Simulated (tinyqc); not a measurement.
# Film thickness from the threshold shift

Question. Undoped body with a flat potential across it, hard walls, transport along x. One isotropic valley (g = 1, mx = my = mz = me). Non-parabolicity enters the subband edges through E (1 + al E) = gamma, so E = 2 gamma/(1 + sqrt(1 + 4 al gamma)); motion within a subband is taken as parabolic with the band-edge mass. Energies are counted from the bulk band edge. gamma = C (pi k/(t + dl))^2/mz, C = hbar^2/(2 m0). Each subband has N_k = g sqrt(mx my) m0 kB T/(pi hbar^2); without degeneracy n = exp(EF/Vt) sum N_k exp(-E_k/Vt). Classical value Nc times t, Nc = sum over valleys of 2 g (m m0 kB T/(2 pi hbar^2))^1.5 with m = (mx my mz)^(1/3). Threshold shift dVT = Vt ln(classical value/sum N_k exp(-E_k/Vt)). Find t and the lowest subband edge.

Inputs (values chosen for the exercise); masses close to those of GaAs:

| symbol | value | unit | meaning |
|---|---|---|---|
| T | 300 | K | temperature |
| me | 0.0668 | m0 | mass at the band edge |
| al | 0.58 | 1/eV | non-parabolicity |
| dl | 0 | nm | widening of the box by penetration into the insulator |

Constants: q = 1.602176634e-19 C, kB = 1.380649e-23 J/K, hbar = 1.054571817e-34 J s, m0 = 9.1093837015e-31 kg, Vt = kB T/q, hbar^2/(2 m0) = 0.0380998212 eV nm^2. Results are converted to the units shown.

dVT = 130.94619 mV

Solution. dVT is evaluated for trial values of t with all subbands; between 1.5 and 25 nm one value matches.

t = 5.70 nm
E_1 = 159 meV

Computed by the program tinyqc: `OMP_NUM_THREADS=1 python tinyqc.py 2350026 2350027 out.jsonl`, one thread of a shared Intel Xeon 2.30GHz, about 0.02 s for the whole run.
